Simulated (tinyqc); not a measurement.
The integration grid: Kohn-Sham LDA (VWN5) on finer and finer grids in the sto-3g basis, for H2, spin multiplicity 1. Computed by the program tinyqc with PySCF. Self-consistent on each grid; the net force on the molecule should vanish.

Geometry (angstrom):
```
atom       x       y       z
H     0.0000  0.0000  0.0000
H     0.0000  0.0000  0.6300
```

Kohn-Sham energy on Becke grids (radial x angular points per atom):
```
grid       points  residual of the electron count  E (hartree)  E - finest (mhartree)  largest net force without grid terms (hartree/bohr)
10 x 14       272                       -4.18e-04    -1.113154              -4.107521                                             3.21e-17
15 x 26       768                       -1.12e-02    -1.105769               3.276786                                             1.25e-17
20 x 50      1982                       -1.22e-04    -1.108987               0.058924                                             2.22e-16
30 x 86      5134                       -2.26e-05    -1.109034               0.011753                                             2.22e-16
50 x 194    19356                        3.63e-09    -1.109046               0.000000                                             1.11e-16
75 x 302    45234                       -5.96e-11    -1.109046               0.000000                                             5.09e-17
120 x 590  141296                       -6.66e-16    -1.109046               0.000000                                             2.22e-16
```

What does the comparison show, and why?

The energy is within 0.1 mhartree of the finest grid first at 20 x 50. The error has both signs, since quadrature is not variational. The net force vanishes by symmetry here, so only the electron count signals a poor grid.
